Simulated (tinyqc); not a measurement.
Random telegraph noise from one oxide trap in a small MOSFET: effect of the temperature.

An acceptor-like trap exchanges electrons with the channel. Inversion charge Q = Cox u, u = n Vt W0(exp((Vg - VT)/(n Vt))), W0 the Lambert function, n = nf, Cox = eps0 eox/tox; linear regime Id = (W/L) mu Q Vd. Relative to threshold the surface potential rises by Vt ln(u/u0) and the oxide voltage by the rest of Vg - VT, with u0 = n Vt W0(1).

N = Cox u/q; dpsi = Vt ln(u/u0); E = E0 - dpsi - (xt/tox)(Vg - VT - dpsi); capture time tc = 1/[(N/zi) vth s0 exp(-xt/lt - EB/Vt)]; emission time te = tc exp(-E/Vt); occupancy te/(tc + te). A = W L; threshold step dV = q (1 - xt/tox)/(Cox A); gm/Id = 1/(u + n Vt); relative step dI/I = (gm/Id) dV + asc mu/A. fc = (1/tc + 1/te)/(2 pi); rms = (dI/I) sqrt(tc te)/(tc + te). VT, nf, vth and mu are held fixed.

Inputs (values chosen for the exercise); values of the order met in silicon transistors: relative permittivity of the gate insulator (close to silicon dioxide) eox = 3.9; insulator thickness tox = 4.2 nm; depth of the trap from the channel interface xt = 2.1 nm; trap level above the channel Fermi level at threshold E0 = 0.21 eV; capture prefactor s0 = 4e-16 cm^2; capture barrier (lattice relaxation) EB = 0.16 eV; tunnelling decay length lt = 0.19 nm; thermal velocity vth = 1.6e7 cm/s; thickness of the inversion layer zi = 1.9 nm; threshold voltage VT = 0.3 V; body factor nf = 1.16; gate width W = 71 nm; gate length L = 31 nm; mobility mu = 210 cm^2/(V s); scattering coefficient of the charged trap asc = 0 V s; drain voltage Vd = 0.05 V; gate voltage Vg = 0.58 V.

Constants: q = 1.602176634e-19 C, kB = 1.380649e-23 J/K, Vt = kB T/q, eps0 = 8.8541878128e-14 F/cm where lengths are in cm. Results are converted to the units shown.

Effect of the temperature:
```
T (K)   E (eV)    tc (s)    te (s)  occupancy  dI/I (%)  fc (Hz)  rms dI/I (%)
180    0.04571   0.04713  0.002474    0.04988     1.758    67.70        0.3827
210    0.04322   0.01099  0.001009    0.08408     1.765    172.2        0.4899
240    0.04093  0.003697  5.108e-4     0.1214     1.770    354.6        0.5779
270    0.03884  0.001587  2.990e-4     0.1585     1.771    632.5        0.6468
300    0.03690  8.081e-4  1.939e-4     0.1935     1.769     1018        0.6990
330    0.03510  4.656e-4  1.355e-4     0.2254     1.766     1517        0.7378
360    0.03343  2.942e-4  1.001e-4     0.2539     1.760     2130        0.7659
390    0.03188  1.996e-4  7.732e-5     0.2792     1.752     2856        0.7860
```

As T goes from 180 to 390, tc falls from 0.0471 to 2.00e-4 s, te falls from 0.00247 to 7.73e-5 s and dI/I goes from 1.76 through a maximum of 1.77 (at T = 270 among the rows listed) to 1.75 %. Activation energies over the table: 0.157 eV for capture (EB = 0.16 eV, altered by the change of N) and 0.0998 eV for emission.

Range of the model: VT is taken as given; short-channel effects and the uneven flow of current among few electrons are left out.

Numbers from tinyqc (`OMP_NUM_THREADS=1 python tinyqc.py 2710163 2710164 out.jsonl`; about 0.01 s on one thread of a shared Intel Xeon 2.30GHz).
